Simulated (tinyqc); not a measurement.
From transition pressure back to B0 of phase 1: pressure-driven transition between two phases with analytic equations of state. Computed by tinyqc, a small Python program. Command: `OMP_NUM_THREADS=1 python tinyqc.py 3020971 3020972 out.jsonl transition inv`. One thread of a shared host (Intel(R) Xeon(R) Processor @ 2.30GHz), about 0.03 s of CPU time with the checks.

Each phase obeys E = E0 + (9 B0 V0/h^2) {1 + [h (1 - x) - 1] exp(h (1 - x))}, P = 3 B0 (1 - x) x^-2 exp(h (1 - x)), x = (V/V0)^(1/3), h = (3/2)(B' - 1); E0 = 0 for phase 1 and Delta E0 for phase 2. H = E + P V.

Inputs (values chosen for the exercise, for two model phases): volume V0 of phase 1 = 19.9 angstrom^3/atom; B' of phase 1 = 4.44; volume V0 of phase 2 = 16.6 angstrom^3/atom; B0 of phase 2 = 131 GPa; B' of phase 2 = 5; energy of phase 2 above phase 1, Delta E0 = 0.12 eV/atom.

Equation of state: Vinet.

Constants: 1 eV/angstrom^3 = 160.2176634 GPa.

Method. Start from P = Delta E0/(V0 of phase 1 - V0 of phase 2); at each P solve P(V) = P for both phases and step P(new) = P - (H_2 - H_1)/(V_2 - V_1); stop when |H_2 - H_1| < 1e-10 eV. At the zero-temperature transition the volume change is V_2/V_1 - 1 and the work is P (V_1 - V_2).

Task: A run gave the result below. Find the B0 of phase 1, known to lie between 76 and 180 GPa.

transition pressure = 6.281857 GPa

Result:

Each step takes the trial c = (a f_b - b f_a)/(f_b - f_a), f being the result less the target and a, b, c the logarithms of the listed values; c replaces end b, the old b replaces a if the sign of f changed, and otherwise f_a is halved.

Scan of the range:
```
B0 of phase 1 (GPa)  transition pressure (GPa)
76.0                                   6.56206
87.7                                   6.35141
101.0                                  6.18551
117.0                                  6.04568
135.0                                  5.93438
156.0                                  5.84135
180.0                                  5.76458
```

False position (Illinois rule, in the logarithm of the input) inside the bracket:
```
step    end a    end b    trial  transition pressure (GPa)
1     87.7000  101.000  93.0485                    6.27750
2     87.7000   93.049  92.4371                    6.28540
3     93.0485   92.437  92.7107                    6.28185
4     92.4371   92.711  92.7100                    6.28186
5     92.4371   92.710  92.7100                    6.28186
6     92.7100   92.710  92.7100                    6.28186
```

Transition pressure falls at every point of a 13-point scan of the range (every second point is shown), so one value fits; it is bracketed by 87.7 and 101. Answer: B0 of phase 1 = 92.71 GPa.
